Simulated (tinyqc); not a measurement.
Stripping the layer step by step: sheet resistance and Hall data of a diffused or implanted layer. Computed by tinyqc, a small Python program. Command: `OMP_NUM_THREADS=1 python tinyqc.py 3014932 3014933 out.jsonl layer walk`. One thread of a shared host (Intel(R) Xeon(R) Processor @ 2.30GHz), about 0.01 s of CPU time with the checks.

Carriers are taken equal to the net active doping down to the junction (full ionisation, which deep dopants in wide-gap hosts do not reach; no spill-over, no depletion), and the Hall factor is 1.

Inputs (values chosen for the exercise, modelled on donors in germanium):
```
quantity                                 value        unit
mu_min                                     295  cm^2/(V s)
mu_max                                    3930  cm^2/(V s)
N_ref                                  1.2e+17      1/cm^3
exponent alpha                            0.54           -
peak concentration N_0                 2.2e+19      1/cm^3
length scale l                             450          nm
background doping N_B (opposite type)  2.1e+17      1/cm^3
projected range R_p                       1200          nm
```

Profile: buried Gaussian (implant). Activation: complete.

Constants: e = 1.602176634e-19 C.

Method:
- N(x) = N_0 exp(-(x - R_p)^2/(2 l^2)) for x > 0, dose N_0 l sqrt(pi/2) erfc(-R_p/(l sqrt 2)), junction x_j = R_p + l sqrt(2 ln(N_0/N_B)); the layer starts at x_0 = max(0, 2 R_p - x_j).
- Mobility mu = mu_min + (mu_max - mu_min)/(1 + (N_t/N_ref)^alpha), N_t = active doping + N_B; carriers n = active doping - N_B, all dopants active.
- Integrals from x_0 (0 unless stated) to x_j by the midpoint rule on 400 even intervals: 1/R_s = e int n mu dx; sheet density n_s = int n dx; Hall sheet density (int n mu dx)^2/int n mu^2 dx; Hall mobility int n mu^2 dx/int n mu dx.
- After removing a depth d the integrals start at d. Differences between neighbouring rows give the local conductivity -d(1/R_s)/dx at the middle of the slice (the last slice uses one more step, not listed).

junction depth x_j = 2572.56 nm

Differential sheet resistance:
```
removed d (nm)  R_s (ohm)  slice conductivity (S/cm)  sigma at mid-slice (S/cm)
0                   4.588                      186.9                      180.7
260                 4.692                      499.9                      492.6
520                 4.997                      969.9                      967.8
780                 5.718                     1467.2                     1477.8
1040                7.312                     1722.0                     1741.2
1300               10.872                     1557.7                     1571.2
1560               19.425                     1090.8                     1091.2
1820               43.254                      596.1                      589.2
```

R_s doubles after removing between 1040 and 1300 nm of a layer 2570 nm deep, so half the current flows above that depth. Where sigma exceeds a tenth of its largest listed value, the slice values agree with it within 4 %.

Extremes, crossings and ranges named in words are read from the listed rows.
